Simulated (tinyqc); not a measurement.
# Schottky barrier on an n-type semiconductor, non-linear Poisson equation by Newton steps: effects of single changes

One dimension, metal at x = 0, donor density C(x) = Nd, uniform. Energies are counted from the electron Fermi level of the semiconductor and the conduction-band edge is Ec = -psi, so n = Nc exp(psi/Vt); holes follow the Fermi level of the metal, at -V, so p = Nv exp((V - psi - Eg)/Vt). Ends: psi(0) = V - phiB and psi = Vt ln(Nd/Nc) deep inside. Boltzmann statistics, full ionisation, no current, no image force in the Poisson equation.

Inputs (values chosen for the exercise); band and dielectric values close to those of In0.53Ga0.47As:
- T = 250 K (temperature)
- Eg = 0.725 eV (band gap)
- eps_r = 13.8 (relative permittivity)
- Nc = 1.61e17 cm^-3 (conduction-band density of states at T)
- Nv = 5.97e18 cm^-3 (valence-band density of states at T)
- Nd = 5.5e15 cm^-3 (donor density deep in the semiconductor)
- phiB = 0.42 eV (barrier height)

Constants: q = 1.602176634e-19 C, kB = 1.380649e-23 J/K, Vt = kB T/q, eps0 = 8.8541878128e-14 F/cm where lengths are in cm. Results are converted to the units shown.

Each table varies one quantity; the others keep the values above.

## Capacitance-voltage profiling

The Poisson equation d/dx(eps0 eps_r dpsi/dx) = -q (p - n + C) is solved on a mesh of about 1000 nodes or more that ends in neutral material. C_s = q d/dV of the integral of n over x, from the linearised equation. Probed depth w = eps0 eps_r/C_s; apparent doping N_app = C_s^3/(q eps0 eps_r dC_s/dV), the derivative by central differences over +/- 0.02 V.

The same in every row: true C(w) (cm^-3) = 5.500e15.

Results:
```
V (V)	C_s (nF/cm^2)	w (nm)	N_app (cm^-3)	|E_0| (kV/cm)
0	40.66	300.5	5.487e15	21.68
-0.62	23.86	512.1	5.498e15	36.93
-1.25	18.48	661.0	5.499e15	47.67
-1.88	15.62	782.1	5.500e15	56.40
-2.5	13.80	885.2	5.500e15	63.84
-3.12	12.50	977.5	5.500e15	70.50
-3.75	11.49	1063	5.500e15	76.67
-5	10.05	1215	5.500e15	87.65
```

Estimate the missing row, V = -4.38 V.

Computed row:
```
V (V)	C_s (nF/cm^2)	w (nm)	N_app (cm^-3)	|E_0| (kV/cm)
-4.38	10.70	1142	5.500e15	82.39
```

With this row back in the table: C_s falls from 40.7 to 10.1 nF/cm^2 while the probed depth goes from 301 to 1220 nm. The apparent doping stays near 5.50e15 cm^-3. It departs most from the true doping at that depth for V = 0 V, where it is 0.24 % below it; so the doping is read well over the depths probed.

## Effect of the bias of the metal against the semiconductor

First integral for uniform doping: E_0^2 = (2 q/(eps0 eps_r)) [Nd (U - Vt + Vt exp(-U/Vt)) + Vt p_0], U = Vbi - V, Vbi = phiB - Vt ln(Nc/Nd), p_0 = Nv exp((phiB - Eg)/Vt) (deep holes neglected). Image-force lowering dphi = sqrt(q E_0/(4 pi eps0 eps_r)), at x_m = sqrt(q/(16 pi eps0 eps_r E_0)). W = sqrt(2 eps0 eps_r U/(q Nd)).

The same in every row: Vbi (V) = 0.3473; p_0/Nd = 7.710e-4.

Results:
```
V (V)	W (nm)	E_0 (kV/cm)	dphi (mV)	exp(dphi/Vt)
0	310.3	21.68	15.04	2.010
-1.4	696.1	49.89	22.82	2.884
-2.9	949.0	68.21	26.68	3.450
-4.3	1135	81.68	29.19	3.877
-5.7	1295	93.23	31.19	4.254
-8.6	1575	113.5	34.41	4.939
-10	1694	122.0	35.68	5.241
```

Estimate the missing row, V = -7.1 V.

Computed row:
```
V (V)	W (nm)	E_0 (kV/cm)	dphi (mV)	exp(dphi/Vt)
-7.1	1437	103.5	32.86	4.597
```

With this row back in the table: As V goes from 0 to -10, the surface field rises from 21.7 to 122 kV/cm, the lowering rises from 15.0 to 35.7 mV and W rises from 310 to 1690 nm. The reverse current factor exp(dphi/Vt) grows by 2.61 over the table, so a thermionic reverse current does not saturate.

Computed by the program tinyqc: `OMP_NUM_THREADS=1 python tinyqc.py 2020108 2020109 out.jsonl`, one thread of a shared Intel Xeon 2.30GHz, about 0.07 s for the whole run.
